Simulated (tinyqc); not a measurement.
Which substrate gives the strongest standing wave: standing waves and exposure in a photoresist film.

Parameters, chosen for this exercise:
```
symbol  value  unit          meaning
lam     365    nm            vacuum wavelength
n1      1.703                resist index
A       0.86   1/micrometre  bleachable absorption (Dill A)
B       0.09   1/micrometre  fixed absorption (Dill B)
```

r12 = (N1 - Ns)/(N1 + Ns) with N1 = n1 + i (A + B) lam/(4 pi), lam in micrometres, and Ns = ns + i ks chosen for the exercise, each substrate thick; contrast 2|r|/(1 + |r|^2); the intensity at the interface relative to the forward wave is |1 + r12|^2.

Cases:
```
case            ns     ks
near Si3N4   2.109  0.000
near polySi  4.862  2.620
near W       3.411  2.410
near Al      0.404  4.326
near Si      6.521  2.646
```

Rank the cases by |r12|^2, lowest first.

Answer: near Si3N4, near W, near polySi, near Si, near Al.

Results:
```
case            ns     ks  |r12|^2  contrast  phase (degrees)  |1 + r12|^2
near Si3N4   2.109  0.000   0.0114     0.211            175.7        0.798
near polySi  4.862  2.620   0.3333     0.866           -162.6        0.232
near W       3.411  2.410   0.2677     0.816           -151.1        0.362
near Al      0.404  4.326   0.8619     0.997           -137.4        0.496
near Si      6.521  2.646   0.4021     0.905           -169.5        0.155
```

The strongest reflector is the case near Al (0.862) and the weakest near Si3N4 (0.0114). The intensity at the interface depends on the phase too: it is lowest for the case near Si (0.155, phase -169 degrees) and highest for near Si3N4 (0.798); a strong reflector with a phase of 180 degrees would put a node there.

Run: tinyqc, `OMP_NUM_THREADS=1 python tinyqc.py 1682241 1682242 out.jsonl`; Intel(R) Xeon(R) Processor @ 2.30GHz, one thread, shared host; about 0.01 s of CPU time with all checks.
